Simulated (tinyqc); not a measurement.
Extended Hueckel theory, for H4, step by step. One step of it, computed by the program tinyqc.

Task: Mulliken analysis. P = C n C^T; charge = valence electrons (H 1) minus the sum of (P S)_ii on the atom; overlap population = 2 sum P_ij S_ij between two atoms.

coefficients:
```
            MO1        MO2        MO3        MO4
1H 1s  0.333061   0.561370   0.620906   0.906045
2H 1s  0.333061   0.561370  -0.620906  -0.906045
3H 1s  0.333061  -0.561370   0.620906  -0.906045
4H 1s  0.333061  -0.561370  -0.620906   0.906045
```

occupations: 2.000000  2.000000  0.000000  0.000000

overlap S:
```
          1H 1s     2H 1s     3H 1s     4H 1s
1H 1s  1.000000  0.523498  0.451077  0.279112
2H 1s  0.523498  1.000000  0.279112  0.451077
3H 1s  0.451077  0.279112  1.000000  0.523498
4H 1s  0.279112  0.451077  0.523498  1.000000
```

Give: charges; Overlap populations.

Result:

charges: 1H 0.0000, 2H 0.0000, 3H 0.0000, 4H 0.0000

Overlap populations:
```
pair      value
2-1    0.892176
3-1   -0.368451
3-2   -0.227986
4-1   -0.227986
4-2   -0.368451
4-3    0.892176
```
